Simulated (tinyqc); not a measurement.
Inside a calculation: four-band model of biased bilayer graphene near K. Values are carried at full precision from step to step, so a last printed digit may differ when a step is redone from the rounded ones.

Constants: hbar^2/2m0 = 3.80998211 eV angstrom^2.

Parameters, chosen for this exercise (near those used for Bernal bilayer graphene; shifted at random, so the results belong to these values and not to a real crystal):
```
symbol  value            unit        meaning
a       2.46             angstrom    lattice constant
g0      2.75             eV          hopping in a layer
g1      0.326            eV          hopping of the dimer sites
g3      0                eV          skew hopping A1-B2
g4      0                eV          skew hopping A1-A2
U       0.28             eV          potential difference of the layers
k       (-0.037, 0.006)  1/angstrom  wave vector from K
```

## Velocities and mass

v_j = (sqrt3/2) a g_j; low-energy mass m/m0 = c g1/v0^2 with c = hbar^2/2m0; crossover wave vector g1/(2 v0).

v0, v3, v4 (eV angstrom): [5.8587, 0.0000, 0.0000]

mass = 0.03619 m0
crossover = 0.02782 1/angstrom

## H at one k

Basis A1, B1, A2, B2, with B1 below A2; p = kx + i ky, v_j = (sqrt3/2) a g_j. Diagonal -U/2, -U/2, U/2, U/2; <A1|B1> = <A2|B2> = v0 p*, <B1|A2> = g1, <A1|B2> = v3 p, <A1|A2> = <B1|B2> = -v4 p*.

Fill in the matrix.

H (eV), rows A1, B1, A2, B2 and columns alike:
```
[[-0.1400, -0.2168-0.0352i, 0, 0],
 [-0.2168+0.0352i, -0.1400, 0.3260, 0],
 [0, 0.3260, 0.1400, -0.2168-0.0352i],
 [0, 0, -0.2168+0.0352i, 0.1400]]
```

## Levels and layer polarisation

Diagonalise; the weight on layer 1 is that of A1 and B1.

levels (eV): [-0.4788, -0.1125, 0.1125, 0.4788]

weights, rows A1, B1, A2, B2; columns band 1, band 2, band 3, band 4:
```
[[0.230, 0.559, 0.186, 0.025],
 [0.547, 0.009, 0.246, 0.199],
 [0.199, 0.246, 0.009, 0.547],
 [0.025, 0.186, 0.559, 0.230]]
```

weight on layer 1: [0.776, 0.568, 0.432, 0.224]

Band 2 has 57 % of its weight on layer 1, the layer of lower potential, and band 3 has 43 %; the dimer sites hold 25 % of band 3.

## The Mexican hat (g3 = g4 = 0)

At K the levels are -/+ U/2 and -/+ sqrt(g1^2 + U^2/4). The smallest gap, U g1/sqrt(U^2 + g1^2), lies on a ring of radius kg = (U/2 v0) sqrt((2 g1^2 + U^2)/(g1^2 + U^2)), v0 = (sqrt3/2) a g0; the height of the hat is U/2 less half that gap.

gap = 0.2124 eV
kg = 0.02999 1/angstrom
height of the hat = 33.80 meV

## Checks

- Gap on the ring from the formula against the matrix: both 0.212408.

Computed by tinyqc, a small Python program: `OMP_NUM_THREADS=1 python tinyqc.py 1451505 1451506 out.jsonl` (the numbers bound the seed that draws the inputs); one thread of a shared host (Intel(R) Xeon(R) Processor @ 2.30GHz), about 0.07 s for the whole set of steps.
